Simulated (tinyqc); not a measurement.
# Molecular dynamics of a small cluster by velocity Verlet steps, step by step

A worked calculation. Computed by tinyqc, a small Python program that keeps every step. Command: `OMP_NUM_THREADS=1 python tinyqc.py 3006152 3006153 out.jsonl verlet walk`. One thread of a shared host (Intel(R) Xeon(R) Processor @ 2.30GHz), about 0.07 s of CPU time with the checks. Intermediate numbers are printed to about 7 digits and carried at full precision; extremes and crossings named in words are read from the listed rows.

E = sum_i {sum_j A exp(-p (r_ij/r0 - 1)) - xi sqrt(rho_i)}, rho_i = sum_j exp(-2 q (r_ij/r0 - 1)); the force on i is -sum_j w_ij (R_i - R_j)/r_ij with w_ij = -(2p/r0) A exp(-p (r_ij/r0 - 1)) + (xi q/r0) exp(-2 q (r_ij/r0 - 1)) (rho_i^(-1/2) + rho_j^(-1/2)).

Inputs (values chosen for the exercise, for model atoms):
```
quantity       value      unit
length r0        2.8  angstrom
repulsion A     0.16        eV
hopping xi      2.01        eV
decay p         9.84         -
decay q         2.72         -
atomic mass M   39.2         u
time step dt     3.8        fs
steps            100         -
```

Potential: Gupta. Thermostat: none.

starting positions (angstrom):
```
           x      y      z
atom 1  0.01   0.05  -0.01
atom 2  2.66  -0.04  -0.02
atom 3  1.31   2.26      0
atom 4  1.28    0.8   2.15
```

starting velocities (angstrom/fs):
```
               x         y         z
atom 1   0.00113   0.00222  -0.00416
atom 2  -0.00124   0.00141   0.00443
atom 3   0.00199  -0.00311  -0.00044
atom 4  -0.00188  -0.00052   0.00017
```

Constants: 1 eV/(angstrom u) = 9.648533212e-03 angstrom/fs^2; k_B = 8.617333262e-05 eV/K.

## State at the start

Velocity Verlet: a = c F/M with c = 9.648533212e-3 angstrom/fs^2 per eV/(angstrom u); R(new) = R + v dt + a dt^2/2; v(new) = v + (a + a(new)) dt/2. Kinetic energy K = M v^2/(2c); temperature T = 2K/((3N - 3) k_B), rotation of the cluster included.

forces (eV/angstrom):
```
                x          y          z
atom 1   1.155978   0.470599   0.467904
atom 2  -1.446271   0.879197   0.640057
atom 3   0.157945  -1.238263   0.429104
atom 4   0.132348  -0.111532  -1.537064
```

potential energy = -12.90449 eV

kinetic energy = 0.1306615 eV

temperature = 336.9474 K

## Step 1

The formulas are those given above.

positions after step 1 (angstrom):
```
               x          y          z
atom 1  0.016348   0.059272  -0.024976
atom 2  2.652718  -0.033080  -0.002029
atom 3  1.317843   2.245981  -0.000909
atom 4  1.273091   0.797826   2.147914
```

new forces (eV/angstrom):
```
                x          y          z
atom 1   1.025902   0.368627   0.461119
atom 2  -1.314703   0.784972   0.583773
atom 3   0.164766  -1.036404   0.389489
atom 4   0.124035  -0.117195  -1.434381
```

velocities after step 1 (angstrom/fs):
```
                   x             y             z
atom 1   0.002150375   0.002612471  -0.003725535
atom 2  -0.002531193   0.002188263   0.005002334
atom 3   0.002140919  -0.004173768  -0.000057178
atom 4  -0.001760100  -0.000626966  -0.001219621
```

total energy = -12.77465 eV

## Step 2

The formulas are those given above.

positions after step 2 (angstrom):
```
               x          y          z
atom 1  0.026343   0.069855  -0.038314
atom 2  2.640763  -0.023369   0.018018
atom 3  1.326271   2.228279  -0.000435
atom 4  1.266623   0.795235   2.140731
```

new forces (eV/angstrom):
```
                x          y          z
atom 1   0.805615   0.209857   0.418554
atom 2  -1.092310   0.630087   0.498850
atom 3   0.176587  -0.715798   0.313900
atom 4   0.110108  -0.124145  -1.231304
```

velocities after step 2 (angstrom/fs):
```
                   x             y             z
atom 1   0.003006899   0.002883004  -0.003314148
atom 2  -0.003656854   0.002850027   0.005508632
atom 3   0.002300555  -0.004993200   0.000271768
atom 4  -0.001650601  -0.000739831  -0.002466251
```

total energy = -12.77592 eV

## Fastest vibration

Relax the cluster, diagonalise the Hessian (central differences): omega_max = sqrt(c lambda_max/M). Verlet steps are stable for omega_max dt < 2.

omega_max = 0.08580631 1/fs

shortest period = 73.22521 fs

omega_max dt = 0.3260640

The step is 1/19.3 of the shortest period.

## The trajectory

Spread = largest minus smallest value. The test of the step is the spread (largest minus smallest) of the total energy over the run without thermostat, against the spread of K; the step passes below 5 %. The mean T is over the second half.

Course of the run (evenly spaced rows):
```
step  t (fs)     U (eV)     K (eV)  U + K (eV)     T (K)
0        0.0  -12.90449  0.1306615   -12.77382  336.9474
7       26.6  -12.97073  0.1955516   -12.77518  504.2849
14      53.2  -13.08282  0.3050114   -12.77781  786.5579
21      79.8  -12.97947  0.2041769   -12.77529  526.5278
28     106.4  -12.91250  0.1398606   -12.77263  360.6700
35     133.0  -12.99677  0.2212036   -12.77557  570.4358
42     159.6  -13.03035  0.2536100   -12.77674  654.0050
49     186.2  -12.98083  0.2064373   -12.77439  532.3568
56     212.8  -12.92094  0.1465381   -12.77440  377.8898
63     239.4  -13.04889  0.2716389   -12.77725  700.4974
70     266.0  -13.04302  0.2668404   -12.77618  688.1230
77     292.6  -12.87697  0.1030298   -12.77394  265.6913
84     319.2  -13.10048  0.3225865   -12.77789  831.8801
91     345.8  -13.03060  0.2538653   -12.77674  654.6633
98     372.4  -12.87862  0.1049976   -12.77362  270.7660
```

spread of the total energy = 0.006265344 eV

spread of the total over spread of K = 0.02503826

mean temperature = 554.6470 K

The total energy keeps within 2.5 % of the swings of K, so the step passes.

## Energy conservation against the time step

Runs without thermostat over the same span of time, steps x dt; spread = largest minus smallest value. For contrast, the energy gained over the first 30 dt (dt of the inputs) by explicit Euler steps: R(new) = R + v dt, v(new) = v + a dt.

Energy error (eV):
```
dt (fs)  omega_max dt  Verlet, spread of U + K  Euler, gain in U + K
0.475       0.0407580             1.003732e-04               0.11940
0.950       0.0815160             4.016260e-04               0.29305
1.900       0.1630320             1.591473e-03               0.89914
3.800       0.3260640             6.265344e-03               3.64200
7.600       0.6521280             2.491446e-02               7.72614
11.400      0.9781920             6.274667e-02              29.35309
```

The Verlet error grows as dt^2.00 between the first rows, the second order of the method. Euler steps gain energy steadily: over that short span the gain in the first row is already 1200 times the Verlet spread of the whole run, and it grows as dt^1.30, tending to the first order of that method as dt shrinks. Caution: where the Euler gain approaches or exceeds the binding energy the cluster has blown apart.

Checks made by the program: time reversal over 50 steps (relative difference below 1e-10).
